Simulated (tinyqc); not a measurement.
## Dead time against afterpulsing

Afterpulse probability pap = pa (Cd Vx/q) exp(-td/tt) Pm, with Pm the trigger probability of a released carrier; largest rate 1/td; each true event gives 1/(1 - pap) counts.

Parameters, values chosen for the exercise: excess bias Vx = 1.5 V; diode capacitance Cd = 28 fF; trapping probability per avalanche carrier pa = 2.5e-7; trap release time tt = 3.3 ns.

Constants: q = 1.602176634e-19 C. Results are converted to the units shown.

Pm = 0.351

Result of one run:

| pap (%) | largest rate (1e6/s) | counts per event |
|---|---|---|
| 1.648 | 909.1 | 1.017 |

Which dead time td gave this result: 1.1, 1.7, 4.6, 12 or 20 ns?

td = 1.1 ns.

The whole series:

| td (ns) | pap (%) | largest rate (1e6/s) | counts per event |
|---|---|---|---|
| 0.66 | 1.883 | 1515 | 1.019 |
| 1.1 | 1.648 | 909.1 | 1.017 |
| 1.7 | 1.374 | 588.2 | 1.014 |
| 2.8 | 0.9847 | 357.1 | 1.010 |
| 4.6 | 0.5707 | 217.4 | 1.006 |
| 7.5 | 0.2370 | 133.3 | 1.002 |
| 12 | 0.06061 | 83.33 | 1.001 |
| 20 | 0.005367 | 50.00 | 1.000 |

The afterpulse probability falls from 1.88 to 0.00537 %, a factor of ten for every 7.60 ns, while the largest rate falls from 1520 to 50.0 million a second.

Program tinyqc, `OMP_NUM_THREADS=1 python tinyqc.py 2630026 2630027 out.jsonl`; Intel Xeon 2.30GHz, shared host, one thread, about 0.01 s.
